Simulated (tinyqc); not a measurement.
Width of the inclusion: polytypes by hexagonality, and a cubic inclusion as a quantum well.

Gap: E3 + (E2 - E3) h. Valence top Ev2 h and polarisation P2 h, both counted from 3C; Ec = Ev + gap.

A cubic inclusion of width L = N d in the host (h = 1) is a well of depth V = Ec(host) - Ec(3C). Square well with mass mismatch: k tan(k L/2) = (m_w/m_b) q, k = sqrt(m_w E/c), q = sqrt(m_b (V - E)/c), c = hbar^2/2m0, lowest root. The depth of the level, V - E, is its binding, and the transition to the valence top of the host is gap(host) - (V - E). The step in polarisation gives a field |F| = |P|/(eps eps0) in a thin inclusion, eps0 = 8.8541878e-12 F/m.

Constants: hbar^2/2m0 = 3.80998211 eV angstrom^2.

Values chosen for the exercise (of the order of those of GaN; not measured data):
- E3 = 3.252 eV (gap of the cubic polytype)
- E2 = 3.479 eV (gap of 2H)
- Ev2 = 0.063 eV (valence top of 2H above that of 3C)
- P2 = -0.0158 C/m^2 (spontaneous polarisation of 2H)
- m = (0.197, 0.216) m0 (electron mass along c in the cubic layer and in the host)
- d = 2.59 angstrom (thickness of a double layer)
- eps = 9.4 (dielectric constant)

Without the field: square well. With it, the potential inside is |F| (z - L/2), the host conduction edge lies at V - |F| L/2 on one side and V + |F| L/2 on the other, and the lowest level E_F is found by finite differences (step 0.25 angstrom, wide box, good to about 1 meV). Holes sit in the host on the high side, so the transition is gap(host) - V + E_F - |F| L/2. A dash: bound by less than 2 meV or not at all.

Results:
```
N   L (angstrom)  depth (eV)  transition (eV)  depth below the low side, with field (eV)  transition with field (eV)
1           2.59       0.008            3.471                                          -                           -
2           5.18       0.028            3.451                                          -                           -
3           7.77       0.054            3.425                                      0.005                       3.326
6          15.54       0.129            3.350                                      0.024                       3.160
8          20.72       0.165            3.314                                      0.030                       3.055
12         31.08       0.210            3.269                                      0.033                       2.856
```

Give the missing row, N = 4, L (angstrom) = 10.36.

Computed row:
```
N  L (angstrom)  depth (eV)  transition (eV)  depth below the low side, with field (eV)  transition with field (eV)
4         10.36       0.081            3.398                                      0.012                       3.270
```

The square well binds a level even at N = 1 (8 meV), as any symmetric one-dimensional well does; the depth grows to 210 of 290 meV, and the transition tends to E3 - Ev(host) = 3.189 eV. With the field the level is bound by 2 meV or more for N = 3, 4, 6, 8 and 12, and the transition is lowered by 99 meV at N = 3 and 413 meV at N = 12, where |F| L/2 = 295 meV. Free carriers or surface charge screen the field and the step between the two sides; with the field removed every row returns to its square-well depth, and the attraction to the hole, left out here, binds the electron further.

Computed by tinyqc, a small Python program: `OMP_NUM_THREADS=1 python tinyqc.py 1851288 1851289 out.jsonl` (the numbers bound the seed that draws the inputs); one thread of a shared host (Intel(R) Xeon(R) Processor @ 2.30GHz), about 0.06 s for the whole set of steps.
